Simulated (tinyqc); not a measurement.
# Dead time and true rate from two light levels

Problem. A non-paralysable detector measures m = n/(1 + n td); dark counts are negligible. Find td and the true rate at the lower flux.

measured rates at a photon flux and at four times that flux (1/s): [5.9859155e6, 1.7616580e7]

Answer. 1/m = 1/n + td, so the difference of the inverse rates is 3/(4 n).

td = 20.0 ns
n = 6.80e6 1/s

Program tinyqc, `OMP_NUM_THREADS=1 python tinyqc.py 2630111 2630112 out.jsonl`; Intel Xeon 2.30GHz, shared host, one thread, about 0.01 s.
